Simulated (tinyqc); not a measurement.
Inside a calculation. Method: coupled-perturbed Hartree-Fock on RHF in the sto-3g basis, for H3-, spin multiplicity 1. The basis has no diffuse functions, so it cannot describe the extra electron: this is an exercise in the method, not the real anion. One step of it, computed by the program tinyqc.

Question. Response to a field: uncoupled start. Field along z; U_ai = -mu_ai / (e_a - e_i), alpha = -4 sum U_ai mu_ai.

orbital energies (hartree): MO1 -0.180459, MO2 0.212135, MO3 1.249269

dipole integrals <a|z|i> (bohr), order a3:
$$\begin{pmatrix}
-0.026338 & 1.308536
\end{pmatrix}$$

Give: uncoupled U; uncoupled polarisability.

Answer.

uncoupled U, order a3:
$$\begin{pmatrix}
0.018 & -1.262
\end{pmatrix}$$

uncoupled polarisability = 6.606 bohr^3
